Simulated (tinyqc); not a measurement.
Bandgap voltage reference from two bipolar transistors: two steps of the calculation.

Two transistors of area 1 and N carry the same current I. Is(T) = Is (T/T0)^eta exp[(Vg0 q/kB)(1/T0 - 1/T)], VBE1 = Vt ln(I/Is(T)) + I rb, VBE2 = Vt ln(I/(N Is(T))) + I rb/N. The amplifier forces I R1(T) = VBE1 - VBE2 + Vos, with R(T) = R (1 + tc (T - T0)) for both resistors, and the output is Vref = VBE1 + I R2(T). Base currents and the Early effect are neglected.

Values chosen for this exercise; values of the order met in silicon bipolar transistors:
```
symbol    value   unit                                                   meaning
T0          298      K                                     reference temperature
Vg0       1.146      V                      band-gap voltage extrapolated to 0 K
eta         3.7                   temperature exponent of the saturation current
Is      1.5e-17      A           saturation current of the unit transistor at T0
N             4                              area ratio of the second transistor
R1           33   kohm  resistor across which the difference of VBE falls, at T0
tc            0  ppm/K                 temperature coefficient of both resistors
Vos           0     mV                                   offset of the amplifier
rb            0    ohm                  series resistance of the unit transistor
R2        563.4   kohm                                     output resistor at T0
T           253      K                                               temperature
```

Constants: q = 1.602176634e-19 C, kB = 1.380649e-23 J/K. Results are converted to the units shown.

Question 1. Operating point at the reference temperature. Vt = kB T/q; I = (Vt ln N + Vos)/(R1(T) - rb (1 - 1/N)). Evaluate at T = T0.

Find: Vt; I; Is(T); VBE1; I R2; Vref.

Answer 1.

Vt = 0.02568 V
I = 1.079 uA
Is(T) = 1.500e-17 A
VBE1 = 0.6420 V
I R2 = 0.6078 V
Vref = 1.250 V

Question 2. Operating point at another temperature. 

Give: Vt; I; Is(T); VBE1; I R2; Vref.

Answer 2.

Vt = 0.021802 V
I = 0.91587 uA
Is(T) = 2.9228e-21 A
VBE1 = 0.72771 V
I R2 = 0.51600 V
Vref = 1.2437 V

From T0 to T, VBE1 changes by 85.7 mV and I R2 by -91.8 mV, which leaves -6.03 mV in Vref.

Computed by the program tinyqc: `OMP_NUM_THREADS=1 python tinyqc.py 2062178 2062179 out.jsonl`, one thread of a shared Intel Xeon 2.30GHz, about 0.02 s for the whole run.
